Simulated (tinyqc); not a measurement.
Rigid-ion and shell models of the dielectric response of an ionic crystal: one step, computed by the program tinyqc.

Charges +Z and -Z; 4 nearest neighbours, Madelung constant M = 1.638055, volume per ion pair Omega = 3.079201 d^3. Energy per pair U = -M Z^2 e2/d + 4 A exp(-d/rho), e2 = e^2/(4 pi eps_0). In the shell model the anion is a core of charge Y - Z and a massless shell of charge -Y, joined by the spring k; the repulsion acts on the shell. Each ion feels the Lorentz field E + (4 pi/3) P (Gaussian units).

Problem. As a gate dielectric. Capacitance per area eps_0 eps_s/t; equivalent oxide thickness EOT = t x 3.9/eps_s; the surface optical mode against silicon (eps = 11.7) lies at omega_TO sqrt[(eps_s + 11.7)/(eps_inf + 11.7)], and its squared coupling to channel electrons scales as g = hbar omega_SO [1/(11.7 + eps_inf) - 1/(11.7 + eps_s)], with hbar omega = h c x wavenumber.

Inputs (values chosen for the exercise, for a model crystal): film thickness t = 6.4 nm.

Structure: zinc blende.

omega_TO = 354.4229 1/cm

eps_s = 2.638038

eps_inf = 1.661619

Constants: eps_0 = 8.8541878128e-12 F/m; 1 THz = 33.35640952 1/cm; h x 1 THz = 4.135667696 meV.

Give: capacitance per area; equivalent oxide thickness; surface optical mode; remote-phonon coupling g.

Solution.

capacitance per area = 3.650 fF/micrometre^2

equivalent oxide thickness = 9.462 nm

surface optical mode = 367.1 1/cm

remote-phonon coupling g = 0.2320 meV
